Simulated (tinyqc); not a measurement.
# Specific resistance of a metal-semiconductor contact and its transmission-line measurement, step by step

A worked calculation. Computed by tinyqc, a small Python program that keeps every step. Command: `OMP_NUM_THREADS=1 python tinyqc.py 3027347 3027348 out.jsonl contact walk`. One thread of a shared host (Intel(R) Xeon(R) Processor @ 2.30GHz), about 0.01 s of CPU time with the checks. Intermediate numbers are printed to about 7 digits and carried at full precision; extremes and crossings named in words are read from the listed rows.

The barrier is parabolic (depletion approximation), energies E are normal energies counted from the band edge in the neutral semiconductor (downwards for holes), and the bias is zero. xi is an input, held fixed when other inputs move.

Inputs (values chosen for the exercise, modelled on n-type 4H-SiC):

| quantity | value | unit |
|---|---|---|
| tunnelling mass m | 0.32 | m_0 |
| permittivity eps | 9.7 | - |
| Richardson constant A* | 151 | A/(cm^2 K^2) |
| barrier height phi_B | 1 | eV |
| doping N | 1.3e+20 | 1/cm^3 |
| Fermi level above the band edge in the bulk, xi | 0.11 | eV |
| temperature T | 300 | K |
| sheet resistance R_sh | 450 | ohm |
| contact length d | 11 | micrometre |
| contact width W | 0.082 | micrometre |

Image-force lowering: included.

Constants: hbar = 1.054571817e-34 J s; eps_0 = 8.8541878128e-12 F/m; m_0 = 9.1093837015e-31 kg; k_B = 8.617333262e-05 eV/K; e = 1.602176634e-19 C.

## Tunnelling energy and barrier

E_00 = (e hbar/2) sqrt(N/(eps eps_0 m)); band bending E_b = phi_B + xi; depletion width w = sqrt(2 eps eps_0 E_b/(e^2 N)). Image lowering d_phi = (e^3 N E_b/(8 pi^2 (eps eps_0)^3))^(1/4) (E_b in volts), and E_b - d_phi replaces E_b everywhere except in w.

E_00 = 120.1540 meV

E_00/k_B T = 4.647763

depletion width = 3.025588 nm

barrier used, above the bulk band edge = 0.7799638 eV

By the usual rule this is thermionic-field emission (0.5 to 5 k_B T).

## Transmission and supply

WKB transmission for E < E_b, with a = E/E_b: D = exp{-(E_b/E_00) [sqrt(1 - a) - a ln((1 + sqrt(1 - a))/sqrt(a))]}; D = 1 above. f = 1/(1 + exp((E - xi)/k_B T)).

E, D, f and D f at E/E_b = 0.05, 0.15, 0.3, 0.45, 0.6, 0.75, 0.9, 0.98:

| E/E_b | E (eV) | D | f | D f |
|---|---|---|---|---|
| 0.05 | 0.0389982 | 0.0036246 | 9.397138e-01 | 3.406106e-03 |
| 0.15 | 0.1169946 | 0.0119746 | 4.327691e-01 | 5.182248e-03 |
| 0.30 | 0.2339891 | 0.0461976 | 8.194093e-03 | 3.785470e-04 |
| 0.45 | 0.3509837 | 0.1317063 | 8.945675e-05 | 1.178202e-05 |
| 0.60 | 0.4679783 | 0.3006164 | 9.687892e-07 | 2.912340e-07 |
| 0.75 | 0.5849728 | 0.5647496 | 1.049077e-08 | 5.924660e-09 |
| 0.90 | 0.7019674 | 0.8696092 | 1.136018e-10 | 9.878918e-11 |
| 0.98 | 0.7643645 | 0.9877856 | 1.016623e-11 | 1.004206e-11 |

Among these points D f is largest at E/E_b = 0.15; for a non-degenerate tail the peak lies at E/E_b = 1/cosh^2(E_00/k_B T) = 0.000, but it cannot fall far below the Fermi level.

## Specific contact resistance

At zero bias 1/rho_c = (e A*/k_B^2) int D(E) f(E) dE, f = 1/(1 + exp((E - xi)/k_B T)); 200 Gauss-Legendre points from 0 to E_b, and k_B T ln(1 + exp((xi - E_b)/k_B T)) for the part above the barrier; the share of tunnelling is the part below.

specific contact resistance rho_c = 6.526564e-08 ohm cm^2

share of tunnelling = 100.00000 %

rho_c by thermionic emission alone = 342.1141 ohm cm^2

Tunnelling lowers rho_c by a factor 5.24e9. The field-emission exponent (E_b - xi)/E_00 is 5.6, the thermionic one (E_b - xi)/k_B T is 25.9.

## Current crowding

Transmission-line model: transfer length L_T = sqrt(rho_c/R_sh); R_c = (R_sh L_T/W) coth(d/L_T). Limits: rho_c/(W d) for d << L_T, sqrt(rho_c R_sh)/W for d >> L_T.

transfer length L_T = 0.1204304 micrometre

d/L_T = 91.33908

contact resistance R_c = 660.8984 ohm

R_c W = 54.19367 ohm micrometre

short-contact limit = 7.235658 ohm

long-contact limit = 660.8984 ohm

The contact is long: current crowds at the front edge, and more length does not help.

## A transmission-line measurement read back

Transmission-line model: transfer length L_T = sqrt(rho_c/R_sh); R_c = (R_sh L_T/W) coth(d/L_T). Two contacts a gap s apart give R = 2 R_c + R_sh s/W. A straight-line fit gives R_sh from the slope and R_c from the intercept; the simple reading takes L_x = R_c W/R_sh as the transfer length and rho_c = R_sh L_x^2.

Resistances:

| gap s (micrometre) | R (ohm) |
|---|---|
| 0.12 | 1980.33 |
| 0.24 | 2638.87 |
| 0.48 | 3955.94 |
| 0.96 | 6590.09 |
| 1.90 | 11748.63 |

L_x = 0.1204304 micrometre

rho_c by the simple reading = 6.526564e-08 ohm cm^2

simple reading over true value = 1

The simple reading is right, since coth(d/L_T) is 1 for so long a contact.

Checks made by the program: closed WKB exponent against numerical integration over the parabolic barrier (relative difference below 1e-10).
